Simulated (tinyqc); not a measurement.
Equal layers of growing thickness: short-period [001] superlattice in sp3s* tight binding.

Planes alternate anion, cation along [001], a/4 apart; at zero in-plane momentum s, pz, s* form one block. All levels of A are shifted so that its Ev (lower root of [[Epa, Vxx], [Vxx, Epc]]) is 0, and those of B so that its Ev is -dEv. A monolayer is an anion plane and the cation plane above it; an anion between unlike cations takes the mean of the two anion levels; each bond takes the couplings of its cation. Block from an anion to the cation above: U with Vss/2 (s,s), Vsapc/2 (s,z), -Vscpa/2 (z,s), Vxx/2 (z,z), Vxapc/2 (s*,z), -Vpaxc/2 (z,s*); to the cation below: the same with the s-z and s*-z signs reversed. The cell of n + m monolayers is closed with the phase exp(2 pi i q). No spin-orbit coupling. In this block 2 (n + m) levels are filled.

For the two lowest empty levels at q = 0: energy, share of the cation weight on A, and Gamma character, the share of the cation amplitudes with Fourier index |j|/(n + m) < 1/4 along the stack (near 1: Gamma-like, near 0: folded from X).

Values chosen for the exercise (A near a published set for GaAs, B for AlAs; not measured data): pA = (-8.325, 1.042, -2.66, 3.665, 8.608, 6.757, -6.45, 1.96, 5.082, 4.472, 5.799, 4.844, 4.808) eV (order Esa, Epa, Esc, Epc, Exa, Exc, Vss, Vxx, Vxy, Vsapc, Vscpa, Vxapc, Vpaxc); pB = (-7.549, 0.982, -1.161, 3.596, 7.501, 6.743, -6.657, 1.88, 4.303, 5.109, 5.51, 4.519, 5.002) eV (the same for B); dEv = 0.53 eV (valence offset: Ev(B) lies this far below Ev(A)); a = 5.658 angstrom (lattice constant, taken common; strain is left out).

n = m.

Lowest empty levels:
```
n = m  layer (angstrom)  E1 (eV)  on A  Gamma  E2 (eV)  on A  Gamma
2                   5.7   1.8862  0.43   0.06   1.9494  0.67   0.88
3                   8.5   1.8546  0.18   0.00   1.9151  0.74   0.95
4                  11.3   1.8144  0.14   0.06   1.8898  0.74   0.94
6                  17.0   1.7793  0.11   0.09   1.8172  0.81   0.93
8                  22.6   1.7532  0.87   0.93   1.7719  0.09   0.10
10                 28.3   1.7109  0.95   0.99   1.7668  0.00   0.00
12                 33.9   1.6797  0.97   1.00   1.7637  0.01   0.00
14                 39.6   1.6568  0.98   1.00   1.7597  0.00   0.00
18                 50.9   1.6266  0.99   1.00   1.7570  0.00   0.00
```

At zero in-plane momentum (the in-plane X valleys are left out) the lowest level is X-like for n = 2, 3, 4 and 6 and Gamma-like for the others (a Gamma weight between about 0.35 and 0.65 marks an even mixture, at the crossover). Thin layers push the light Gamma electron up past the heavy X electron, whose share on A runs from 0.11 to 0.43, so for n = 3, 4 and 6 it lies apart from the holes in A (type II); the crossover lies between n = 6 and 8. The crossover moves with dEv and with the electron mass, which this model makes too heavy, so it comes at thinner layers than in the real system. At n = 18 the lowest level lies 0.070 eV above the lowest bulk edge of the two crystals, with 99 % of its cation weight on A.

(tinyqc, `OMP_NUM_THREADS=1 python tinyqc.py 1452557 1452558 out.jsonl`, Intel(R) Xeon(R) Processor @ 2.30GHz, 1 thread, shared host, about 0.4 s.)
